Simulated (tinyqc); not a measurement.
Electron mobility in a silicon inversion layer, empirical terms and Matthiessen rule: two steps of the calculation.

Inversion layer of sheet density Ns on a uniformly doped body. The mobility terms are empirical power laws with prefactors chosen for the exercise; adding their inverses (Matthiessen) is itself an approximation.

Inputs (values chosen for the exercise); material values close to those of silicon: temperature T = 293 K; relative permittivity of the semiconductor eps_r = 11.7; body doping Nb = 6.5e17 cm^-3; weight of the inversion charge in the effective field eta = 0.5; gate capacitance Cox = 0.52 uF/cm^2; phonon-limited mobility at 1 MV/cm and 300 K Ap = 431 cm^2/(V s); roughness-limited mobility at 1 MV/cm As = 1250 cm^2/(V s); exponent of the roughness term gs = 2; Coulomb prefactor Ac = 2100 cm^2/(V s); charge at the interface Nit = 2.4e11 cm^-2; ratio W/L WL = 1; drain voltage Vd = 0.05 V; measured linear current I = 10.4 uA.

Constants: q = 1.602176634e-19 C, eps0 = 8.8541878128e-14 F/cm where lengths are in cm. Results are converted to the units shown.

Task 1. Inversion density for the measured current. I = (W/L) q Ns mu Vd. E = q (Ndep + eta Ns)/(eps0 eps_r) in MV/cm. With t = T/(300 K): muC = Ac (Ns/1e12 cm^-2) t/(Nb/1e17 cm^-3 + Nit/1e11 cm^-2), muP = Ap E^(-1/3) t^(-1.75), muS = As E^(-gs); 1/mu is the sum of the inverses. Ns(new) = I/((W/L) q mu Vd).

Ns at the start = 3.6e12 cm^-2
Ndep = 4.0100303e12 cm^-2

Find: E; mu; Ns after iteration 1.

Result 1.

E = 0.89857 MV/cm
mu = 250.02 cm^2/(V s)
Ns after iteration 1 = 5.1925e12 cm^-2

Task 2. Split C-V extraction. Q(Vg) is the trapezoid sum of Cgc from the first point (where Q is taken as 0); mu_eff = I/((W/L) Q Vd); mu_FE = (dI/dVg)/((W/L) Cox Vd) with a backward difference. Listed from point 4 on.

```
point,Vg (V),Cgc (uF/cm^2),I (uA)
0,0.2,3.1985706e-4,1.0559933e-8
1,0.3,0.0044483526,2.0577498e-6
2,0.4,0.056111034,3.6109515e-4
3,0.5,0.32709808,0.025815912
4,0.6,0.49900777,0.23823694
5,0.7,0.51844423,0.68191870
6,0.8,0.51988871,1.2706926
7,0.9,0.51999206,1.9482448
8,1,0.51999943,2.6797095
9,1.1,0.51999996,3.4418169
10,1.2,0.52000000,4.2185450
11,1.3,0.52000000,4.9986728
12,1.4,0.52000000,5.7742573
```

Find: Q; mu_eff; mu_FE.

Result 2.

```
point,Q (uC/cm^2),mu_eff (cm^2/(V s)),mu_FE (cm^2/(V s))
4,0.06373,74.76,81.70
5,0.1146,119.0,170.6
6,0.1665,152.6,226.5
7,0.2185,178.3,260.6
8,0.2705,198.1,281.3
9,0.3225,213.4,293.1
10,0.3745,225.3,298.7
11,0.4265,234.4,300.0
12,0.4785,241.3,298.3
```

At the last point mu_FE is 24 % above mu_eff.

Numbers from tinyqc (`OMP_NUM_THREADS=1 python tinyqc.py 2510162 2510163 out.jsonl`; about 0.01 s on one thread of a shared Intel Xeon 2.30GHz).
